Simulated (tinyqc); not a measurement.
Landau-Devonshire theory of a uniaxial ferroelectric: one step, computed by the program tinyqc. Command: `OMP_NUM_THREADS=1 python tinyqc.py 3025393 3025394 out.jsonl ferro walk`. One thread of a shared host (Intel(R) Xeon(R) Processor @ 2.30GHz), about 0.01 s of CPU time with the checks.

G(P) = (alpha/2) P^2 + (beta*/4) P^4 + (gamma/6) P^6 - E P per volume, SI units, one domain, P along the polar axis, which is normal to the film.

Problem. Coefficients at T. alpha = alpha_0 (T - T0*), with clamping: T0* = T0 + 4 Q12 u_m/(alpha_0 (s11 + s12)), beta* = beta + 4 Q12^2/(s11 + s12).

Inputs (values chosen for the exercise, for a model ferroelectric):
```
quantity,value,unit
alpha_0,1.04e+06,J m/(C^2 K)
Curie-Weiss temperature T0,460,K
beta,2.2e+08,J m^5/C^4
temperature T,252,K
misfit strain u_m,-0.014,-
electrostriction Q12,-0.015,m^4/C^2
compliance s11 + s12,6e-12,m^2/N
```

Sample: epitaxial film.

Give: T0*; alpha; beta*.

Solution.

T0* = 594.6 K

alpha = -3.563e+08 J m/C^2

beta* = 3.70e+08 J m^5/C^4

Compression raises T0 by 135 K. beta* > 0: the transition is of second order.
